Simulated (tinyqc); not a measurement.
Four-point probe at the centre of a round wafer.

Four collinear probes with spacing s at the centre of a thin disc of diameter d with an insulating edge: Rs = C V/I, C = pi/{ln 2 + ln[((d/s)^2 + 3)/((d/s)^2 - 3)]}; C tends to pi/ln 2 = 4.5324. x = d/s.

Inputs (values chosen for the exercise):
- ns = 1.8e14 cm^-2 (sheet density of the layer)
- mu = 42 cm^2/(V s) (drift mobility)
- I = 50 uA (current)

Constants: q = 1.602176634e-19 C. Results are converted to the units shown.

Four-point probe at the centre of a round wafer:
```
x         C  C over its limit  V for Rs = 1/(q ns mu) (mV)
4    2.9289           0.64621                       14.094
5    3.3625           0.74188                       12.277
7.5  3.9274           0.86653                       10.511
10   4.1712           0.92031                       9.8964
15   4.3644           0.96295                       9.4582
20   4.4364           0.97882                       9.3049
40   4.5080           0.99462                       9.1571
100  4.5284           0.99914                       9.1157
```

What does the table show?

C rises from 2.929 to 4.528. Using 4.5324 overstates Rs by 54.7 % in the first row and by under 1 % from d/s = 40 on among the rows.

Numbers from tinyqc (`OMP_NUM_THREADS=1 python tinyqc.py 2850187 2850188 out.jsonl`; about 0.01 s on one thread of a shared Intel Xeon 2.30GHz).
